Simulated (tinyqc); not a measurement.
Mobility of a non-polar semiconductor in the relaxation-time approximation: one step, computed by the program tinyqc.

Each valley is treated as a sphere of mass m_d for states and rates, with one isotropic relaxation time; the conductivity mass m_c sets the current.

Problem. Fermi level and screening. Parabolic band: E = hbar^2 k^2/(2 m), speed v = hbar k/m, states per spin, volume and energy g(E) = m k/(2 pi^2 hbar^2). Here m = m_d. Masses are multiplied by m_0 and all formulas are in SI units. The reduced Fermi level eta = E_F/(k_B T) solves n = 2 Z int g f dE with f = 1/(1 + exp(x - eta)) (Z = 1 unless valleys are given); screening length L_s = sqrt(eps_s eps_0 k_B T/(e^2 dn/deta)), dn/deta = 2 Z int g f (1 - f) dE. Integrals over x = E/(k_B T) use 160 Gauss-Legendre points in u = sqrt(x) from 0 to sqrt(max(eta, 0) + 32).

Inputs (values chosen for the exercise, for a model non-polar semiconductor):
```
quantity                     value    unit
equivalent valleys Z             4       -
static permittivity eps_s     17.2       -
carrier density n          3.1e+14  1/cm^3
temperature T                   77       K
```

Band: parabolic. Impurity formula: Brooks-Herring. Further scattering: none.

density-of-states mass m_d = 0.7177761 m_0

Constants: k_B = 8.617333262e-05 eV/K; m_0 = 9.1093837015e-31 kg; e = 1.602176634e-19 C; hbar = 1.054571817e-34 J s; eps_0 = 8.8541878128e-12 F/m; k_B = 1.380649e-23 J/K.

Give: reduced Fermi level eta; screening length L_s.

Solution.

reduced Fermi level eta = -10.15

screening length L_s = 142.6 nm

The gas is non-degenerate (eta < -2), and L_s is close to the Debye length.
